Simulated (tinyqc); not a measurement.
Inputs raised by 5 %, one at a time: thermal boundary conductance by the acoustic and diffuse mismatch models. Computed by tinyqc, a small Python program. Command: `OMP_NUM_THREADS=1 python tinyqc.py 3027484 3027485 out.jsonl kapitza sens`. One thread of a shared host (Intel(R) Xeon(R) Processor @ 2.30GHz), about 0.01 s of CPU time with the checks.

Each side has one longitudinal and two transverse Debye branches, omega = v q up to q_D = (6 pi^2 n)^(1/3), with n counting all atoms. Scattering at the interface is elastic. Electrons are left out of G, also for metals. Melting is ignored. G refers to the temperatures of the phonons sent towards the interface. Linear branches over all atoms overstate G at high T, most for crystals with several atoms a cell.

Inputs (values chosen for the exercise, modelled on gallium nitride (side 1) and silicon (side 2)):

| quantity | value | unit |
|---|---|---|
| density rho_1 | 6.27 | g/cm^3 |
| longitudinal velocity vL_1 | 7770 | m/s |
| transverse velocity vT_1 | 4150 | m/s |
| atom density n_1 | 88.9 | 1/nm^3 |
| conductivity kappa_1 | 197 | W/(m K) |
| density rho_2 | 2.26 | g/cm^3 |
| longitudinal velocity vL_2 | 8830 | m/s |
| transverse velocity vT_2 | 5460 | m/s |
| atom density n_2 | 51 | 1/nm^3 |
| conductivity kappa_2 | 152 | W/(m K) |
| temperature T | 300 | K |
| thickness d_1 | 1300 | nm |
| thickness d_2 | 22 | nm |
| heat flux J | 1.6 | kW/cm^2 |

Structure: superlattice.

Constants: hbar = 1.054571817e-34 J s; k_B = 1.380649e-23 J/K.

Method:
- omega_c = v q_D for each branch, given as hbar omega_c/k_B; impedance Z = rho v.
- No mode conversion. t(theta) = 4 Z_1 Z_2 cos(theta_1) cos(theta_2)/N^2, with N = Z_2 cos(theta_1) + Z_1 cos(theta_2) for L (the form for pressure waves) and N = Z_1 cos(theta_1) + Z_2 cos(theta_2) for both T branches (the form for shear waves polarised along the interface); sin(theta_2) = (v_2/v_1) sin(theta_1), and t = 0 beyond the critical angle arcsin(v_1/v_2); the mean over the incoming flux is alpha = 2 int t sin(theta_1) cos(theta_1) d theta_1 (64 Gauss-Legendre points).
- G = (k_B^4 T^3/(8 pi^2 hbar^3)) int W(x) x^4 e^x/(e^x - 1)^2 dx, x = hbar omega/(k_B T). Acoustic mismatch: W = sum over the three branches of alpha(1 to 2)/v_1^2, each up to the lower of its two cut-offs. Diffuse mismatch: W = S_1 S_2/(S_1 + S_2), where S_i sums 1/v^2 over the branches of side i still below their cut-off. Radiation limit: W = min(S_1, S_2). The integral is split at the four cut-offs (64 Gauss-Legendre points a piece, x at most 45).
- Boundary resistance R = 1/G and Kapitza length kappa_2/G use the diffuse value.
- kappa_eff = (d_1 + d_2)/(d_1/kappa_1 + d_2/kappa_2 + 2 R), two interfaces a period, with bulk conductivities in the layers; the gradient is J/kappa_eff.

Runs:

| input moved | from | to | G, acoustic mismatch (MW/(m^2 K)) | G, diffuse mismatch (MW/(m^2 K)) | Kapitza length in side 2 (nm) | interface share of the resistance |
|---|---|---|---|---|---|---|
| base run | - | - | 1799.2 | 1371.3 | 110.85 | 0.17782 |
| transverse velocity vT_1 (m/s) | 4150 | 4357.5 | 1921.1 | 1430.9 | 106.23 | 0.17168 |
| atom density n_1 (1/nm^3) | 88.9 | 93.345 | 1841.7 | 1401.3 | 108.47 | 0.17468 |
| density rho_2 (g/cm^3) | 2.26 | 2.373 | 1832.8 | 1371.3 | 110.85 | 0.17782 |
| longitudinal velocity vL_2 (m/s) | 8830 | 9271.5 | 1822.5 | 1397.7 | 108.75 | 0.17505 |
| atom density n_2 (1/nm^3) | 51 | 53.55 | 1829.0 | 1397.1 | 108.80 | 0.17510 |
| conductivity kappa_1 (W/(m K)) | 197 | 206.85 | 1799.2 | 1371.3 | 110.85 | 0.18490 |
| thickness d_2 (nm) | 22 | 23.1 | 1799.2 | 1371.3 | 110.85 | 0.17766 |

Exponents ln(y'/y) / ln(x'/x):

| input | G, acoustic mismatch | G, diffuse mismatch | Kapitza length in side 2 | interface share of the resistance |
|---|---|---|---|---|
| transverse velocity vT_1 | 1.343 | 0.872 | -0.872 | -0.720 |
| atom density n_1 | 0.479 | 0.444 | -0.444 | -0.366 |
| density rho_2 | 0.379 | 0.000 | 0.000 | 0.000 |
| longitudinal velocity vL_2 | 0.263 | 0.391 | -0.391 | -0.322 |
| atom density n_2 | 0.336 | 0.383 | -0.383 | -0.315 |
| conductivity kappa_1 | 0.000 | 0.000 | 0.000 | 0.801 |
| thickness d_2 | 0.000 | 0.000 | 0.000 | -0.018 |

Among the inputs moved here: G, acoustic mismatch answers most in size to transverse velocity vT_1 (exponent +1.343), next to atom density n_1 (+0.479); its exponent is below 0.0005 for conductivity kappa_1, thickness d_2. G, diffuse mismatch answers most in size to transverse velocity vT_1 (exponent +0.872), next to atom density n_1 (+0.444); its exponent is below 0.0005 for density rho_2, conductivity kappa_1, thickness d_2. Its exponent 0.000 in density rho_2: the diffuse model does not use the densities. Kapitza length in side 2 answers most in size to transverse velocity vT_1 (exponent -0.872), next to atom density n_1 (-0.444); its exponent is below 0.0005 for density rho_2, conductivity kappa_1, thickness d_2. Interface share of the resistance answers most in size to conductivity kappa_1 (exponent +0.801), next to transverse velocity vT_1 (-0.720); its exponent is below 0.0005 for density rho_2.

Caution (all rows): at this temperature short waves carry the heat; linear branches up to q_D overstate their velocity, and inelastic processes, left out here, grow with T. Caution (all rows): layers this thin are often below the phonon free path, where bulk conductivities and independent interfaces no longer hold.
